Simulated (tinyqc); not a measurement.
FCI on RHF in the 6-31g basis, for H2, spin multiplicity 1, step by step. Computed by tinyqc, a small Python program that keeps every step (integrals from PySCF). Settings: charge = 0, multiplicity = 1, basis = 6-31g, method = RHF, energy threshold = 1e-10, iteration cap = 84, orthogonalisation = symmetric, start = Wolfsberg-Helmholz matrix, DIIS depth = 6, ci = FCI, davidson = 1. Command: `OMP_NUM_THREADS=1 python tinyqc.py 29108 29109 out.jsonl` (the two numbers bound the seeds that draw the settings). One thread of a shared host (Intel(R) Xeon(R) Processor @ 2.60GHz), about 0.06 s of CPU time with the checks. The early iterations of the SCF are left out here.

## One-electron integrals

Geometry (angstrom):
```
atom        x        y        z
H     0.00000  0.00000  0.00000
H     0.00000  0.00000  0.76400
```

Basis 6-31g: exponents (1/bohr^2) and contraction coefficients of normalised primitives:
```
element  l (shell)  exponent  coefficient
H            s (1)  18.73114      0.03349
H            s (1)   2.82539      0.23473
H            s (1)   0.64012      0.81376
H            s (2)   0.16128      1.00000
```

Overlap, kinetic and nuclear-attraction integrals over the contracted functions; the nuclear repulsion is the sum of Za Zb / Rab.

nuclear repulsion = 0.6926403 hartree

overlap S, order 1H 1s, 1H 2s, 2H 1s, 2H 2s:
$$\begin{pmatrix}
1.00000 & 0.65829 & 0.43400 & 0.50051 \\
0.65829 & 1.00000 & 0.50051 & 0.84528 \\
0.43400 & 0.50051 & 1.00000 & 0.65829 \\
0.50051 & 0.84528 & 0.65829 & 1.00000
\end{pmatrix}$$

kinetic energy T (hartree), order 1H 1s, 1H 2s, 2H 1s, 2H 2s:
$$\begin{pmatrix}
1.39568 & 0.25974 & 0.20711 & 0.16116 \\
0.25974 & 0.24192 & 0.16116 & 0.18157 \\
0.20711 & 0.16116 & 1.39568 & 0.25974 \\
0.16116 & 0.18157 & 0.25974 & 0.24192
\end{pmatrix}$$

nuclear attraction V (hartree), order 1H 1s, 1H 2s, 2H 1s, 2H 2s:
$$\begin{pmatrix}
-2.33627 & -1.17090 & -0.97951 & -0.92192 \\
-1.17090 & -1.16296 & -0.92192 & -1.02564 \\
-0.97951 & -0.92192 & -2.33627 & -1.17090 \\
-0.92192 & -1.02564 & -1.17090 & -1.16296
\end{pmatrix}$$

core Hamiltonian H = T + V (hartree), order 1H 1s, 1H 2s, 2H 1s, 2H 2s:
$$\begin{pmatrix}
-0.94059 & -0.91117 & -0.77240 & -0.76076 \\
-0.91117 & -0.92104 & -0.76076 & -0.84407 \\
-0.77240 & -0.76076 & -0.94059 & -0.91117 \\
-0.76076 & -0.84407 & -0.91117 & -0.92104
\end{pmatrix}$$

## Two-electron integrals

Functions are numbered as in S; the eight-fold symmetry (ij|kl) = (ji|kl) = (kl|ij) leaves the list below.

Two-electron integrals (ij|kl) in chemists' order, unique and non-zero (hartree):
```
(11|11) 1.07657   (21|11) 0.57847   (21|21) 0.32942   (22|11) 0.58740
(22|21) 0.36130   (22|22) 0.45315   (31|11) 0.38568   (31|21) 0.21984
(31|22) 0.24037   (31|31) 0.18133   (32|11) 0.33613   (32|21) 0.20414
(32|22) 0.24688   (32|31) 0.17550   (32|32) 0.18946   (33|11) 0.64720
(33|21) 0.40028   (33|22) 0.49304   (33|31) 0.38568   (33|32) 0.43294
(33|33) 1.07657   (41|11) 0.43294   (41|21) 0.24745   (41|22) 0.27296
(41|31) 0.17550   (41|32) 0.16633   (41|33) 0.33613   (41|41) 0.18946
(42|11) 0.47402   (42|21) 0.29325   (42|22) 0.37257   (42|31) 0.21241
(42|32) 0.22810   (42|33) 0.47402   (42|41) 0.22810   (42|42) 0.32378
(43|11) 0.40028   (43|21) 0.24752   (43|22) 0.30959   (43|31) 0.21984
(43|32) 0.24745   (43|33) 0.57847   (43|41) 0.20414   (43|42) 0.29325
(43|43) 0.32942   (44|11) 0.49304   (44|21) 0.30959   (44|22) 0.40711
(44|31) 0.24037   (44|32) 0.27296   (44|33) 0.58740   (44|41) 0.24688
(44|42) 0.37257   (44|43) 0.36130   (44|44) 0.45315
```

## Orthogonalisation

S = U s U^T; symmetric (Loewdin) form X = U s^(-1/2) U^T, so that X^T S X = 1.

eigenvalues of S: [0.10116, 0.46273, 0.61956, 2.81655]

X, order 1H 1s, 1H 2s, 2H 1s, 2H 2s:
$$\begin{pmatrix}
1.28667 & -0.50032 & -0.17734 & 0.06994 \\
-0.50032 & 1.95354 & 0.06994 & -0.99695 \\
-0.17734 & 0.06994 & 1.28667 & -0.50032 \\
0.06994 & -0.99695 & -0.50032 & 1.95354
\end{pmatrix}$$

## Iteration 8 (converged): orbitals

converged F (hartree), order 1H 1s, 1H 2s, 2H 1s, 2H 2s:
$$\begin{pmatrix}
-0.02188 & -0.49865 & -0.54568 & -0.50508 \\
-0.49865 & -0.33696 & -0.50508 & -0.37518 \\
-0.54568 & -0.50508 & -0.02188 & -0.49865 \\
-0.50508 & -0.37518 & -0.49865 & -0.33696
\end{pmatrix}$$

Diagonalise F' = X^T F X, C = X C', fill 1 alpha and 1 beta electrons from the bottom; D = 2 C_occ C_occ^T. Each column has its largest component positive (the first on a tie).

F' = X^T F X (hartree):
$$\begin{pmatrix}
0.62622 & -0.57931 & -0.49815 & -0.10758 \\
-0.57931 & 0.27554 & -0.10758 & -0.20586 \\
-0.49815 & -0.10758 & 0.62622 & -0.57931 \\
-0.10758 & -0.20586 & -0.57931 & 0.27554
\end{pmatrix}$$

orbital energies (hartree): MO1 -0.58863, MO2 0.23202, MO3 0.78639, MO4 1.37375

coefficients C, order 1H 1s, 1H 2s, 2H 1s, 2H 2s:
$$\begin{pmatrix}
0.32305 & 0.12733 & 0.77689 & -1.10365 \\
0.27777 & 1.65599 & -0.68774 & 1.33154 \\
0.32305 & -0.12733 & 0.77689 & 1.10365 \\
0.27777 & -1.65599 & -0.68774 & -1.33154
\end{pmatrix}$$

D after iteration 8, order 1H 1s, 1H 2s, 2H 1s, 2H 2s:
$$\begin{pmatrix}
0.20873 & 0.17947 & 0.20873 & 0.17947 \\
0.17947 & 0.15431 & 0.17947 & 0.15431 \\
0.20873 & 0.17947 & 0.20873 & 0.17947 \\
0.17947 & 0.15431 & 0.17947 & 0.15431
\end{pmatrix}$$

## Convergence

Stop when the energy changes by less than 1e-10 hartree and every element of the error matrix X^T (F D S - S D F) X is below 3e-06.

Course of the cycle:
```
iteration  E (hartree)     change  largest element of the error matrix
1           -1.1195996          -                             6.15e-02
2           -1.1258970  -6.30e-03                             9.01e-03
3           -1.1260356  -1.39e-04                             2.16e-05
4           -1.1260356  -6.59e-10                             9.03e-06
5           -1.1260356  -8.36e-11                             5.71e-06
6           -1.1260356  -2.59e-11                             4.17e-06
7           -1.1260356  -1.13e-11                             3.29e-06
8           -1.1260356  -1.85e-11                             3.27e-09
```

PySCF RHF in the same basis = -1.1260356 hartree

Converged in 8 iterations.

## Integrals over molecular orbitals

(pq|rs) = sum C_ip C_jq C_kr C_ls (ij|kl), one index at a time.

one-electron integrals over orbitals h = C^T H C (hartree):
$$\begin{pmatrix}
-1.23004 & 0.00000 & -0.16413 & 0.00000 \\
0.00000 & -0.55447 & 0.00000 & 0.20659 \\
-0.16413 & 0.00000 & -0.16430 & 0.00000 \\
0.00000 & 0.20659 & 0.00000 & 0.20144
\end{pmatrix}$$

Two-electron integrals over orbitals (pq|rs), unique and non-zero (hartree):
```
(11|11) 0.64141    (21|21) 0.08261    (22|11) 0.43455    (22|22) 0.38705
(31|11) 0.16413    (31|22) 0.05172    (31|31) 0.10811    (32|21) -0.01726
(32|32) 0.03540    (33|11) 0.52940    (33|22) 0.38295    (33|31) 0.11994
(33|33) 0.46442    (41|21) -0.07983   (41|32) -0.02434   (41|41) 0.13515
(42|11) -0.14321   (42|22) -0.05633   (42|31) -0.07436   (42|33) -0.10033
(42|42) 0.06911    (43|21) -0.08658   (43|32) -0.00505   (43|41) 0.12384
(43|43) 0.13171    (44|11) 0.65373    (44|22) 0.44327    (44|31) 0.19893
(44|33) 0.55056    (44|42) -0.16788   (44|44) 0.72988
```

## FCI: determinants and Hamiltonian

Hartree-Fock energy = -1.1260356 hartree

Slater-Condon rules over spin orbitals, with the nuclear repulsion added and E(HF) subtracted on the diagonal.

Occupation strings over the orbitals (2 doubly, a alpha, b beta, 0 empty; spin orbitals ordered 1a 1b 2a 2b ...): 2000 ab00 a0b0 a00b ba00 b0a0 b00a 0200 0ab0 0a0b 0ba0 0020 00ab 0b0a 00ba 0002

H - E(HF) between determinants (hartree):
```
          2000      ab00      a0b0      a00b      ba00      b0a0      b00a      0200
2000   0.00000   0.00000   0.00000   0.00000   0.00000   0.00000   0.00000   0.08261
ab00   0.00000   0.46871   0.00000   0.06338  -0.08261   0.00000   0.07983   0.00000
a0b0   0.00000   0.00000   0.95374   0.00000   0.00000  -0.10811   0.00000  -0.01726
a00b   0.00000   0.06338   0.00000   1.44381   0.07983   0.00000  -0.13515   0.00000
ba00   0.00000  -0.08261   0.00000   0.07983   0.46871   0.00000   0.06338   0.00000
b0a0   0.00000   0.00000  -0.10811   0.00000   0.00000   0.95374   0.00000   0.01726
b00a   0.00000   0.07983   0.00000  -0.13515   0.06338   0.00000   1.44381   0.00000
0200   0.08261   0.00000  -0.01726   0.00000   0.00000   0.01726   0.00000   1.09678
0ab0   0.00000  -0.01726   0.00000  -0.08658   0.11241   0.00000   0.07436   0.00000
0a0b  -0.07983   0.00000  -0.08658   0.00000   0.00000   0.02434   0.00000   0.15026
0ba0   0.00000   0.11241   0.00000   0.07436  -0.01726   0.00000  -0.08658   0.00000
0020   0.10811   0.00000  -0.04420   0.00000   0.00000   0.04420   0.00000   0.03540
00ab   0.00000  -0.07436   0.00000   0.03480   0.02434   0.00000  -0.12384   0.00000
0b0a   0.07983   0.00000   0.02434   0.00000   0.00000  -0.08658   0.00000  -0.15026
00ba   0.00000   0.02434   0.00000  -0.12384  -0.07436   0.00000   0.03480   0.00000
0002   0.13515   0.00000   0.12384   0.00000   0.00000  -0.12384   0.00000   0.06911

          0ab0      0a0b      0ba0      0020      00ab      0b0a      00ba      0002
2000   0.00000  -0.07983   0.00000   0.10811   0.00000   0.07983   0.00000   0.13515
ab00  -0.01726   0.00000   0.11241   0.00000  -0.07436   0.00000   0.02434   0.00000
a0b0   0.00000  -0.08658   0.00000  -0.04420   0.00000   0.02434   0.00000   0.12384
a00b  -0.08658   0.00000   0.07436   0.00000   0.03480   0.00000  -0.12384   0.00000
ba00   0.11241   0.00000  -0.01726   0.00000   0.02434   0.00000  -0.07436   0.00000
b0a0   0.00000   0.02434   0.00000   0.04420   0.00000  -0.08658   0.00000  -0.12384
b00a   0.07436   0.00000  -0.08658   0.00000  -0.12384   0.00000   0.03480   0.00000
0200   0.00000   0.15026   0.00000   0.03540   0.00000  -0.15026   0.00000   0.06911
0ab0   1.48285   0.00000  -0.03540   0.00000  -0.00505   0.00000  -0.10626   0.00000
0a0b   0.00000   1.90891   0.00000  -0.00505   0.00000  -0.06911   0.00000   0.03871
0ba0  -0.03540   0.00000   1.48285   0.00000  -0.10626   0.00000  -0.00505   0.00000
0020   0.00000  -0.00505   0.00000   1.95449   0.00000   0.00505   0.00000   0.13171
00ab  -0.00505   0.00000  -0.10626   0.00000   2.40638   0.00000  -0.13171   0.00000
0b0a   0.00000  -0.06911   0.00000   0.00505   0.00000   1.90891   0.00000  -0.03871
00ba  -0.10626   0.00000  -0.00505   0.00000  -0.13171   0.00000   2.40638   0.00000
0002   0.00000   0.03871   0.00000   0.13171   0.00000  -0.03871   0.00000   2.95144
```

## FCI: roots

Diagonalise (each vector has its largest component positive (the first on a tie)); all determinants have Ms = 0, so triplets appear too. The lowest singlet root is the correlation energy.

lowest roots of this matrix, relative to E(HF) (hartree): [-0.02546, 0.35560, 0.52976, 0.84174, 1.02534, 1.05462, 1.32012, 1.36752]

lowest vectors, order 2000, ab00, a0b0, a00b, ba00, b0a0, b00a, 0200, 0ab0, 0a0b, 0ba0, 0020, 00ab, 0b0a, 00ba, 0002:
$$\begin{pmatrix}
0.99233 & 0.00000 & 0.00000 & 0.00000 \\
0.00000 & 0.69661 & 0.70017 & 0.00000 \\
0.00633 & 0.00000 & 0.00000 & 0.70574 \\
0.00000 & -0.10454 & 0.02090 & 0.00000 \\
0.00000 & 0.69661 & -0.70017 & 0.00000 \\
-0.00633 & 0.00000 & 0.00000 & 0.70574 \\
0.00000 & -0.10454 & -0.02090 & 0.00000 \\
-0.08116 & 0.00000 & 0.00000 & 0.00000 \\
0.00000 & -0.06088 & 0.09238 & 0.00000 \\
0.04668 & 0.00000 & 0.00000 & 0.04401 \\
0.00000 & -0.06088 & -0.09238 & 0.00000 \\
-0.04937 & 0.00000 & 0.00000 & 0.00000 \\
0.00000 & 0.00978 & 0.02810 & 0.00000 \\
-0.04668 & 0.00000 & 0.00000 & 0.04401 \\
0.00000 & 0.00978 & -0.02810 & 0.00000 \\
-0.04272 & 0.00000 & 0.00000 & 0.00000
\end{pmatrix}$$

<S^2> of these roots: [0.00000, 2.00000, 0.00000, 2.00000, 0.00000, 0.00000, 2.00000, 0.00000]

weight of the ground state by excitation level 0, 1, 2, ...: [0.98471, 0.00008, 0.01521]

## The lowest root by the Davidson method

Start from the reference; add the residual divided by (theta - H_ii), orthogonalised, at each step.

Davidson iterations:
```
iteration  subspace  lowest Ritz value (hartree)  residual norm
1                 1                            0       2.23e-01
2                 2                   -0.0251700       2.23e-02
3                 3                   -0.0254622       2.04e-03
4                 4                   -0.0254645       1.10e-04
5                 5                   -0.0254645       1.49e-05
6                 6                   -0.0254645       2.18e-16
```
